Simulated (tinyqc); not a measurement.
Inside a calculation. Method: MP2 on RHF in the sto-6g basis, for H3+, spin multiplicity 1. One step of it, computed by the program tinyqc.

Task: Second-order Moller-Plesset energy. E2 = sum_ijab (ia|jb) [2 (ia|jb) - (ib|ja)] / (e_i + e_j - e_a - e_b) over occupied i, j and virtual a, b; the opposite-spin part is (ia|jb)^2 / denominator, the rest is same-spin, and SCS-MP2 scales them by 6/5 and 1/3.

orbital energies (hartree): [-1.114277, -0.289739, 0.326113]

Two-electron integrals over orbitals (pq|rs), unique and non-zero (hartree):
```
(11|11) 0.603887    (21|11) -0.000006   (21|21) 0.144768    (22|11) 0.533671
(22|21) 0.000009    (22|22) 0.587172    (31|11) 0.080677    (31|21) 1.67e-06
(31|22) -0.040917   (31|31) 0.135302    (32|11) 2.76e-06    (32|21) -0.125679
(32|22) -0.000008   (32|31) -0.000006   (32|32) 0.132744    (33|11) 0.607692
(33|21) -0.000010   (33|22) 0.541951    (33|31) 0.096826    (33|32) 0.000007
(33|33) 0.653303
```

Hartree-Fock energy = -1.22427119 hartree

Give: Terms; Pair energies; MP2 correlation energy; SCS-MP2 correlation energy; MP2 total energy.

Result:

Terms:
```
i  j  a  b   (ia|jb)   (ib|ja)  denominator     term
1  1  2  2    0.1448    0.1448      -1.6491  -0.0127
1  1  3  3    0.1353    0.1353      -2.8808  -0.0064
1  1  3  2  1.67e-06  1.67e-06      -2.2649        0
1  1  2  3  1.67e-06  1.67e-06      -2.2649        0
```

Pair energies (hartree; pair i-j sums ij and ji):
```
pair  opposite spin  same spin
1-1         -0.0191          0
```

MP2 correlation energy = -0.019064 hartree

SCS-MP2 correlation energy = -0.022876 hartree

MP2 total energy = -1.243335 hartree
